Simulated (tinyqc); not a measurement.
Inside a calculation. Method: tight binding, dimerised chain. One step of it, computed by the program tinyqc.

Task: Open chain of 5 cells. The same hoppings without the wrap-around bond.

H of the open chain (eV):
```
            1          2          3          4          5          6          7          8
1    0.490000  -1.530000   0.000000   0.000000   0.000000   0.000000   0.000000   0.000000
2   -1.530000  -0.490000  -0.950000   0.000000   0.000000   0.000000   0.000000   0.000000
3    0.000000  -0.950000   0.490000  -1.530000   0.000000   0.000000   0.000000   0.000000
4    0.000000   0.000000  -1.530000  -0.490000  -0.950000   0.000000   0.000000   0.000000
5    0.000000   0.000000   0.000000  -0.950000   0.490000  -1.530000   0.000000   0.000000
6    0.000000   0.000000   0.000000   0.000000  -1.530000  -0.490000  -0.950000   0.000000
7    0.000000   0.000000   0.000000   0.000000   0.000000  -0.950000   0.490000  -1.530000
8    0.000000   0.000000   0.000000   0.000000   0.000000   0.000000  -1.530000  -0.490000
9    0.000000   0.000000   0.000000   0.000000   0.000000   0.000000   0.000000  -0.950000
10   0.000000   0.000000   0.000000   0.000000   0.000000   0.000000   0.000000   0.000000

            9         10
1    0.000000   0.000000
2    0.000000   0.000000
3    0.000000   0.000000
4    0.000000   0.000000
5    0.000000   0.000000
6    0.000000   0.000000
7    0.000000   0.000000
8   -0.950000   0.000000
9    0.490000  -1.530000
10  -1.530000  -0.490000
```

Give: levels; weights of the highest filled level on the sites.

Result:

levels (eV): -2.4389  -2.1818  -1.7895  -1.3262  -0.9197  0.9197  1.3262  1.7895  2.1818  2.4389

weights of the highest filled level on the sites: 0.0477  0.0405  0.0680  0.1334  0.0649  0.2130  0.0406  0.2231  0.0123  0.1565

The bulk gap runs from -0.7593 to 0.7593 eV; no level of this chain lies inside it.
